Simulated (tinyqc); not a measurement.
Wannier-Stark ladder of a miniband: one step. Levels and the middle state. Four cases, with inputs chosen for the exercise.

Question. Diagonalise; give the levels, their spacings and the weights of the middle level on the wells.

Give: levels; spacings; weights.

Case 1.

H (meV), rows -3, -2, -1, 0, 1, 2, 3 and columns alike:
```
[[-28.24800, -5.00000, 0, 0, 0, 0, 0],
 [-5.00000, -18.83200, -5.00000, 0, 0, 0, 0],
 [0, -5.00000, -9.41600, -5.00000, 0, 0, 0],
 [0, 0, -5.00000, 0, -5.00000, 0, 0],
 [0, 0, 0, -5.00000, 9.41600, -5.00000, 0],
 [0, 0, 0, 0, -5.00000, 18.83200, -5.00000],
 [0, 0, 0, 0, 0, -5.00000, 28.24800]]
```

Answer.

levels (meV): [-30.616, -19.104, -9.430, 0.000, 9.430, 19.104, 30.616]

spacings (meV): [11.512, 9.674, 9.430, 9.430, 9.674, 11.512]

weights: [0.0005, 0.0164, 0.2112, 0.5438, 0.2112, 0.0164, 0.0005]

The spacing in the middle is 1.0015 e F d and at the ends 1.223 e F d; states that reach the ends of the stack are pushed apart.

Case 2.

H (meV), rows -3, -2, -1, 0, 1, 2, 3 and columns alike:
```
[[-9.31500, -3.50000, 0, 0, 0, 0, 0],
 [-3.50000, -6.21000, -3.50000, 0, 0, 0, 0],
 [0, -3.50000, -3.10500, -3.50000, 0, 0, 0],
 [0, 0, -3.50000, 0, -3.50000, 0, 0],
 [0, 0, 0, -3.50000, 3.10500, -3.50000, 0],
 [0, 0, 0, 0, -3.50000, 6.21000, -3.50000],
 [0, 0, 0, 0, 0, -3.50000, 9.31500]]
```

Answer.

levels (meV): [-12.121, -7.114, -3.309, 0.000, 3.309, 7.114, 12.121]

spacings (meV): [5.007, 3.805, 3.309, 3.309, 3.805, 5.007]

weights: [0.0226, 0.1599, 0.3128, 0.0093, 0.3128, 0.1599, 0.0226]

The spacing in the middle is 1.0656 e F d and at the ends 1.612 e F d; states that reach the ends of the stack are pushed apart.

Case 3.

H (meV), rows -5, -4, -3, -2, -1, 0, 1, 2, 3, 4, 5 and columns alike:
```
[[-40.60000, -5.50000, 0, 0, 0, 0, 0, 0, 0, 0, 0],
 [-5.50000, -32.48000, -5.50000, 0, 0, 0, 0, 0, 0, 0, 0],
 [0, -5.50000, -24.36000, -5.50000, 0, 0, 0, 0, 0, 0, 0],
 [0, 0, -5.50000, -16.24000, -5.50000, 0, 0, 0, 0, 0, 0],
 [0, 0, 0, -5.50000, -8.12000, -5.50000, 0, 0, 0, 0, 0],
 [0, 0, 0, 0, -5.50000, 0, -5.50000, 0, 0, 0, 0],
 [0, 0, 0, 0, 0, -5.50000, 8.12000, -5.50000, 0, 0, 0],
 [0, 0, 0, 0, 0, 0, -5.50000, 16.24000, -5.50000, 0, 0],
 [0, 0, 0, 0, 0, 0, 0, -5.50000, 24.36000, -5.50000, 0],
 [0, 0, 0, 0, 0, 0, 0, 0, -5.50000, 32.48000, -5.50000],
 [0, 0, 0, 0, 0, 0, 0, 0, 0, -5.50000, 40.60000]]
```

Answer.

levels (meV): [-43.748, -33.010, -24.406, -16.242, -8.120, 0.000, 8.120, 16.242, 24.406, 33.010, 43.748]

spacings (meV): [10.738, 8.604, 8.164, 8.122, 8.120, 8.120, 8.122, 8.164, 8.604, 10.738]

weights: [0.0000, 0.0001, 0.0021, 0.0385, 0.2845, 0.3495, 0.2845, 0.0385, 0.0021, 0.0001, 0.0000]

The spacing in the middle is 1.0000 e F d and at the ends 1.322 e F d; states that reach the ends of the stack are pushed apart.

Case 4.

H (meV), rows -4, -3, -2, -1, 0, 1, 2, 3, 4 and columns alike:
```
[[-199.20000, -11.00000, 0, 0, 0, 0, 0, 0, 0],
 [-11.00000, -149.40000, -11.00000, 0, 0, 0, 0, 0, 0],
 [0, -11.00000, -99.60000, -11.00000, 0, 0, 0, 0, 0],
 [0, 0, -11.00000, -49.80000, -11.00000, 0, 0, 0, 0],
 [0, 0, 0, -11.00000, 0, -11.00000, 0, 0, 0],
 [0, 0, 0, 0, -11.00000, 49.80000, -11.00000, 0, 0],
 [0, 0, 0, 0, 0, -11.00000, 99.60000, -11.00000, 0],
 [0, 0, 0, 0, 0, 0, -11.00000, 149.40000, -11.00000],
 [0, 0, 0, 0, 0, 0, 0, -11.00000, 199.20000]]
```

Answer.

levels (meV): [-201.574, -149.456, -99.600, -49.800, 0.000, 49.800, 99.600, 149.456, 201.574]

spacings (meV): [52.118, 49.855, 49.800, 49.800, 49.800, 49.800, 49.855, 52.118]

weights: [0.0000, 0.0000, 0.0006, 0.0465, 0.9059, 0.0465, 0.0006, 0.0000, 0.0000]

The spacing in the middle is 1.0000 e F d and at the ends 1.047 e F d; states that reach the ends of the stack are pushed apart.

Computed by tinyqc, one run a case: `OMP_NUM_THREADS=1 python tinyqc.py N N+1 out.jsonl` with N = 1280447, 1280520, 1280562, 1280563; one thread of a shared Intel(R) Xeon(R) Processor @ 2.30GHz, about 0.01 s a run at most.
